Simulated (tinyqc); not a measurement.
What moves the results: electrons shared among three sets of ellipsoidal valleys. A value that a table varies takes the place of the one given here.

F_j(eta) = (1/Gamma(j + 1)) integral_0^infinity x^j dx/(1 + exp(x - eta)), which tends to exp(eta) for eta << 0.

Sets L, Gamma, Delta: N_i = M_i times N = 2 (m kB T/(4 pi c))^(3/2) with c = hbar^2/2m0, in 1/angstrom^3; times 1e24 for 1/cm^3, m = (ml mt^2)^(1/3); n = sum_i N_i F_1/2((EF - dE_i)/kT), energies from the edge of the first set; mu_drift = sum of share times mobility.

Constants: hbar^2/2m0 = 3.80998211 eV angstrom^2; kB = 8.617333262e-05 eV/K.

Values chosen for the exercise (masses and offsets near those of Ge; mobilities are free inputs, held fixed; not measured data): dE = (0, 0.162, 0.183) eV (edges of L, Gamma, Delta above the first); M = (4, 1, 6) (valleys in each set); ml = (1.656, 0.042, 0.934) m0 (longitudinal masses of L, Gamma, Delta); mt = (0.0808, 0.042, 0.1962) m0 (transverse masses); mu = (4300, 24000, 1000) cm^2/(V s) (mobility of each set); n = 7.3e+18 1/cm^3 (total electron density); T = 200 K.

## Transfer between valleys with temperature

Offsets, masses and mobilities are held fixed; n is fixed too, so the high values of T stand for hot electrons, not for the lattice.

Populations:
```
T (K),EF (eV),share L,share Gamma,share Delta,mu_drift
77,0.0230,1.0000,0.0000,0.0000,4300
150,0.0176,1.0000,0.0000,0.0000,4300
300,-0.0030,0.9970,0.0000,0.0029,4291
450,-0.0335,0.9726,0.0004,0.0270,4218
600,-0.0724,0.9201,0.0009,0.0790,4057
900,-0.1712,0.7875,0.0021,0.2105,3647
1200,-0.2903,0.6763,0.0030,0.3207,3300
2000,-0.6666,0.5106,0.0041,0.4853,2780
```

The share of L goes from 1.000 to 0.511 and the mean mobility from 4300 to 2780 cm^2/(V s). L holds more than Gamma throughout. The share of Delta is at most 0.49.

## Transfer between valleys with doping

Parabolic valleys; band tails and gap narrowing are left out.

Populations:
```
n (1/cm^3),EF (eV),share L,share Gamma,share Delta,mu_drift
1.0e+16,-0.1093,0.9999,0.0000,0.0001,4300
1.0e+17,-0.0695,0.9999,0.0000,0.0001,4300
1.0e+18,-0.0289,0.9999,0.0000,0.0001,4300
3.0e+18,-0.0078,0.9999,0.0000,0.0001,4300
1.0e+19,0.0202,0.9999,0.0000,0.0001,4300
3.0e+19,0.0588,0.9996,0.0000,0.0004,4299
1.0e+20,0.1381,0.9885,0.0003,0.0112,4268
```

The share of L goes from 1.000 to 0.989 and the mean mobility from 4300 to 4268 cm^2/(V s). L holds more than Gamma throughout. The share of Delta is at most 0.011.

## Moving the second set by strain or alloying

The second entry of dE is replaced by the values listed; a negative value puts that set lowest.

Populations:
```
offset (eV),EF (eV),share L,share Gamma,share Delta,mu_drift
-0.100,0.0068,0.8067,0.1932,0.0001,8106
-0.050,0.0098,0.9130,0.0869,0.0001,6012
0.000,0.0115,0.9796,0.0203,0.0001,4699
0.025,0.0119,0.9934,0.0065,0.0001,4428
0.050,0.0120,0.9982,0.0017,0.0001,4333
0.100,0.0120,0.9998,0.0001,0.0001,4302
0.150,0.0120,0.9999,0.0000,0.0001,4300
0.200,0.0120,0.9999,0.0000,0.0001,4300
0.300,0.0120,0.9999,0.0000,0.0001,4300
```

The share of L goes from 0.807 to 1.000 and the mean mobility from 8106 to 4300 cm^2/(V s). L holds more than Gamma throughout. The share of Delta is at most 0.0001. With Boltzmann statistics the first two sets are equal at kT ln(N_2/N_1) = -0.0668 eV; the crossing, if any, lies elsewhere because the electrons are degenerate and fill the set with fewer states high above its edge.

## What moves the populations

All else solved anew. Each row changes one parameter from the base and keeps the others.

Results:
```
case,EF (eV),share L,share Gamma,share Delta,mu_drift (cm^2/(V s))
base,0.0120,0.9999,0.0000,0.0001,4300
T = 250 K,0.0051,0.9992,0.0000,0.0008,4298
n = 2.19e+19 1/cm^3,0.0456,0.9997,0.0000,0.0002,4299
"dE = (0, 0.1296, 0.183) eV",0.0120,0.9999,0.0000,0.0001,4300
"mt = (0.0808, 0.0504, 0.1962) m0",0.0120,0.9999,0.0000,0.0001,4300
"ml = (1.656, 0.0504, 0.934) m0",0.0120,0.9999,0.0000,0.0001,4300
"mu = (5160, 24000, 1000) cm^2/(V s)",0.0120,0.9999,0.0000,0.0001,5160
```

The largest shifts from the base row, up to three for each result and ties (the steps differ in size, so this ranks the rows, not the parameters). EF (eV): n +0.0336, T -0.0069; unchanged at the printed digits by dE, mt, ml and mu. share L: T -0.0007, n -0.0001; unchanged at the printed digits by dE, mt, ml and mu. share Gamma: unchanged at the printed digits by T, n, dE, mt, ml and mu. share Delta: T +0.0007, n +0.0001; unchanged at the printed digits by dE, mt, ml and mu. mu_drift (cm^2/(V s)): mu +860, T -2, n -0; unchanged at the printed digits by dE, mt and ml.

Computed by tinyqc, a small Python program: `OMP_NUM_THREADS=1 python tinyqc.py 1650863 1650864 out.jsonl` (the numbers bound the seed that draws the inputs); one thread of a shared host (Intel(R) Xeon(R) Processor @ 2.30GHz), about 0.01 s for the whole set of steps.
